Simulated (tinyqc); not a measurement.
## Field from the level spacing

Problem. In a triangular well E_k = a_k (C F^2/mz1)^(1/3), a_1 = 2.338107, a_2 = 4.087949, C = hbar^2/(2 m0), F in eV/nm (1 MV/cm = 0.1 eV/nm). Find F, E_1, the mean distance 2 E_1/(3 F) of the lowest level and the sheet charge eps0 eps_r F/q behind such a field.

Parameters, values chosen for the exercise:

| symbol | value | unit | meaning |
|---|---|---|---|
| eps_r | 11.7 |  | relative permittivity |
| mz1 | 0.901 | m0 | mass along z of valley set A (2 valley(s)) |

Constants: q = 1.602176634e-19 C, hbar = 1.054571817e-34 J s, m0 = 9.1093837015e-31 kg, eps0 = 8.8541878128e-14 F/cm where lengths are in cm, hbar^2/(2 m0) = 0.0380998212 eV nm^2. Results are converted to the units shown.

spacing of the two lowest levels = 165.14964 meV

Answer. The spacing over a_2 - a_1 is the energy scale (C F^2/mz1)^(1/3), which gives F.

F = 1.41 MV/cm
E_1 = 221 meV
mean distance = 1.04 nm
sheet charge over q = 9.12e12 cm^-2

tinyqc, about 1 s, one thread, Intel Xeon 2.30GHz (shared host): `OMP_NUM_THREADS=1 python tinyqc.py 2160027 2160028 out.jsonl`
